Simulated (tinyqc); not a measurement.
# Resistance of a source-drain extension with a graded tip, step by step

Program tinyqc, `OMP_NUM_THREADS=1 python tinyqc.py 2282164 2282165 out.jsonl`; Intel Xeon 2.30GHz, shared host, one thread, about 0.05 s. Printed values are rounded.

y runs along the channel, the gate covers y > 0. The doping is N0 for y < y0 and N0 10^(-(y - y0)/la) beyond, uniform over the depth xj. Sheet conductance s(y) = q mu(N) max(N - Nch, 0) xj + (for y > 0) ma Cox Vo, with mu(N) = u0 + (u1 - u0)/(1 + (N/Nr)^au) and Cox = eps0 eox/tox. Current is taken as one-dimensional; depletion of the tip, spreading and the contact are left out. The metallurgical junction lies at yj, where N = Nch.

Values chosen for this exercise; mobility law close to that of holes in silicon: relative permittivity of the gate insulator (close to silicon dioxide) eox = 3.9; insulator thickness tox = 2.7 nm; active doping of the extension far from the gate N0 = 5.6e19 cm^-3; lateral abruptness la = 5.7 nm/decade; position under the gate where the fall begins (gate edge at 0) y0 = 1.1 nm; depth of the extension xj = 20 nm; channel doping Nch = 8.6e17 cm^-3; gate overdrive Vo = 0.37 V; mobility of the gate-induced layer ma = 60 cm^2/(V s); mobility at low doping u1 = 470.5 cm^2/(V s); mobility at high doping u0 = 44.9 cm^2/(V s); reference doping Nr = 2.23e17 cm^-3; exponent au = 0.719; gate length Lg = 40 nm.

Constants: q = 1.602176634e-19 C, eps0 = 8.8541878128e-14 F/cm where lengths are in cm. Results are converted to the units shown.

## Sheet resistances and junction position

yj = y0 + la log10(N0/Nch); sheet resistance of the full extension 1/[q mu(N0)(N0 - Nch) xj] and of the gate-induced layer 1/(ma Cox Vo); metallurgical length Lg - 2 yj; ye is where the doped and the gate-induced conductances are equal.

yj = 11.4380 nm
sheet resistance of the extension = 1072.74 ohm/square
sheet resistance of the induced layer = 35220.7 ohm/square
metallurgical length = 17.1239 nm
ye = 9.99084 nm
N at ye = 1.54309e18 cm^-3

The gate takes over 1.45 nm before the junction, where N is still 1.79 times the channel doping.

## Resistance of the overlapped part

Midpoint rule on 10 equal steps from 0 to yj: R_ov = sum h/s(y), per width.

| point | y (nm) | N (cm^-3) | doped conductance (uS) | sheet resistance (ohm/square) |
|---|---|---|---|---|
| 0 | 0.571902 | 5.6e19 | 932.196 | 1041.03 |
| 1 | 1.71570 | 4.36686e19 | 744.369 | 1294.06 |
| 2 | 2.85951 | 2.75108e19 | 493.966 | 1914.39 |
| 3 | 4.00331 | 1.73315e19 | 331.086 | 2781.81 |
| 4 | 5.14711 | 1.09186e19 | 223.528 | 3969.51 |
| 5 | 6.29092 | 6.87861e18 | 150.875 | 5578.26 |
| 6 | 7.43472 | 4.33345e18 | 100.143 | 7779.95 |
| 7 | 8.57852 | 2.73002e18 | 63.0495 | 10935.9 |
| 8 | 9.72233 | 1.71988e18 | 34.3155 | 15946.9 |
| 9 | 10.8661 | 1.08351e18 | 10.6211 | 25632.1 |

R_ov = 87.929 ohm um

The exact integral is 89.047 ohm um; the coarse sum is 1.3 % below it.
